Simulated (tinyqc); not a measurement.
Pair-potential crystal by lattice sums: one step, computed by the program tinyqc.

Energy per atom E = (1/2) sum over neighbours of phi(r); d is the nearest-neighbour distance.

Problem. Energy and virial pressure. E = (1/2) sum count x phi; P = -(1/(6 Omega)) sum count x r phi', Omega = 0.707107 d^3.

Inputs (values chosen for the exercise, for model atoms): pair minimum r0 = 2.56 angstrom; trial neighbour distance d/r0 = 0.974.

Potential: Mie n-m. Structure: fcc.

Shells:

| shell | count | r (angstrom) | phi (eV) | phi' (eV/angstrom) | phi'' (eV/angstrom^2) |
|---|---|---|---|---|---|
| 1 | 12 | 2.493440 | -0.2758619 | -0.4133286 | 7.233941 |
| 2 | 6 | 3.526257 | -0.0429254 | 0.1275847 | -0.280125 |
| 3 | 24 | 4.318765 | -0.0003732 | 0.0070039 | -0.069874 |

Constants: 1 eV/angstrom^3 = 160.2176634 GPa.

Give: energy at the trial distance; pressure at the trial distance.

Solution.

energy at the trial distance = -1.788 eV/atom

pressure at the trial distance = 21.78 GPa

The pressure is positive, so the lattice wants to expand.
